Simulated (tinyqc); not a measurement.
Special k points of the fcc lattice, step by step. Values are carried at full precision from step to step, so a last printed digit may differ when a step is redone from the rounded ones.

Lattice vectors in units of a: a1 = (0, 1/2, 1/2), a2 = (1/2, 0, 1/2), a3 = (1/2, 1/2, 0); reciprocal vectors b_i with a_i . b_j = 2 pi delta_ij. Mesh: k = sum_i f_i b_i with f_i = (2 j_i + shift)/(2 N), j_i = 0 .. N-1. The point group of the lattice has 48 operations; only those that map the mesh onto itself are used.

Inputs chosen for the exercise (the lattice of Si, GaAs, Cu and Al; not measured data): N = 2 (points along each reciprocal vector); shift = 1 (half steps); D = 1.46 eV (half gap term); t = 0.21 eV (coupling); e0 = 1.1 eV (offset).

## Irreducible points and weights

Join points that an operation carries into one another (modulo reciprocal vectors); list each class by its first point in the order of (j1, j2, ...).

Irreducible points:
```
f1          f2      f3  weight
0.2500  0.2500  0.2500       2
0.2500  0.2500  0.7500       6
```

operations that keep the mesh = 12
irreducible points = 2

The weights add up to 8 = N^3; symmetry saves a factor 4.0. The shift breaks the symmetry of the lattice: only 12 of 48 operations keep the mesh.

## Which stars the mesh integrates

A_m(k) = sum over the m-th star of lattice vectors R of cos(k . R), stars in order of length: m = 1: |R|^2 = 0.5, 12 vectors, such as (1, 0, 0) in the basis a_i; m = 2: |R|^2 = 1, 6 vectors, such as (1, 1, -1) in the basis a_i; m = 3: |R|^2 = 1.5, 24 vectors, such as (2, 0, -1) in the basis a_i; m = 4: |R|^2 = 2, 12 vectors, such as (2, 0, 0) in the basis a_i; m = 5: |R|^2 = 2.5, 24 vectors, such as (2, 1, -1) in the basis a_i; m = 6: |R|^2 = 3, 8 vectors, such as (3, -1, -1) in the basis a_i. The zone mean of every A_m is zero.

Lattice vectors in units of a: a1 = (0, 1/2, 1/2), a2 = (1/2, 0, 1/2), a3 = (1/2, 1/2, 0); f are fractions of the reciprocal vectors. Evaluate the first six A_m at each irreducible point (k . R = 2 pi sum f_i n_i) and form the weighted means.

A_m at the points:
```
      m=1    m=2    m=3    m=4      m=5    m=6
1   6.000  0.000  0.000  0.000  -12.000  0.000
2  -2.000  0.000  0.000  0.000    4.000  0.000
```

weighted means: m=1 0.000, m=2 0.000, m=3 0.000, m=4 0.000, m=5 0.000, m=6 0.000

All six means vanish: the mesh is exact for functions whose Fourier series ends within these stars.

## A zone average from the irreducible points

Test function, the lower band of a two-band insulator: E(k) = -sqrt(D^2 + (e0 - t A_1(k))^2).

Lattice vectors in units of a: a1 = (0, 1/2, 1/2), a2 = (1/2, 0, 1/2), a3 = (1/2, 1/2, 0). Evaluate E at each point and take the weighted mean; the reference uses the unshifted mesh with N = 24.

E at the points (eV): -1.4687  -2.1076

weighted mean = -1.9479 eV
reference mean = -1.9440 eV

The error is -3.87 meV with 2 points.

## Checks

- Weighted mean over irreducible points against the plain mean over the whole mesh (eV): both -1.947889.
- Reference mean against a mesh of N = 30 (eV): both -1.9440.

Run: tinyqc, `OMP_NUM_THREADS=1 python tinyqc.py 1651229 1651230 out.jsonl`; Intel(R) Xeon(R) Processor @ 2.30GHz, one thread, shared host; about 0.2 s of CPU time with all checks.
